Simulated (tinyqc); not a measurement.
RHF in the sto-3g basis, for BeH2, spin multiplicity 1, step by step. One step of it, computed by the program tinyqc.

Question. Iteration 2: DIIS coefficients. Solve [B -1; -1 0][c; lambda] = [0; -1] for the coefficients, which sum to one.

B (overlaps of the stored error matrices):
```
,1,2
1,2.7997749e-01,1.0147972e-02
2,1.0147972e-02,4.9407094e-03
```

Give: DIIS coefficients.

Answer.

DIIS coefficients: -0.0197  1.0197
